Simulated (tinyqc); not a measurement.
Worked calculation: plane-wave Kohn-Sham cycle with exchange-only LDA in a layered model solid. One step of it, computed by the program tinyqc.

Task: Iteration 1: Hamiltonian at one k. H(m,m') = (k + G_m)^2/2 delta + V(G_m - G_m'), with V(-G) = V(G).

A solid whose potential varies along x alone (atomic units):
```
parameter                      value
period a                    6.200000
cross-section of the cell  37.000000
electrons per cell                 2
grid points                       16
plane waves -n..n, n               3
k points                           2
V1 in V1 cos(2 pi x/a)     -0.140000
```

V(G_m), m = 0, 1, 2, ... (hartree): [-0.202676, -0.070000, 0.000000, 0.000000, 0.000000, 0.000000, 0.000000]

k = 0.250000 2 pi / a

Give: H.

Result:

H (hartree), order -3, -2, -1, +0, +1, +2, +3:
$$\begin{pmatrix}
3.6807 & -0.0700 & 0.0000 & 0.0000 & 0.0000 & 0.0000 & 0.0000 \\
-0.0700 & 1.3699 & -0.0700 & 0.0000 & 0.0000 & 0.0000 & 0.0000 \\
0.0000 & -0.0700 & 0.0862 & -0.0700 & 0.0000 & 0.0000 & 0.0000 \\
0.0000 & 0.0000 & -0.0700 & -0.1706 & -0.0700 & 0.0000 & 0.0000 \\
0.0000 & 0.0000 & 0.0000 & -0.0700 & 0.5997 & -0.0700 & 0.0000 \\
0.0000 & 0.0000 & 0.0000 & 0.0000 & -0.0700 & 2.3970 & -0.0700 \\
0.0000 & 0.0000 & 0.0000 & 0.0000 & 0.0000 & -0.0700 & 5.2212
\end{pmatrix}$$
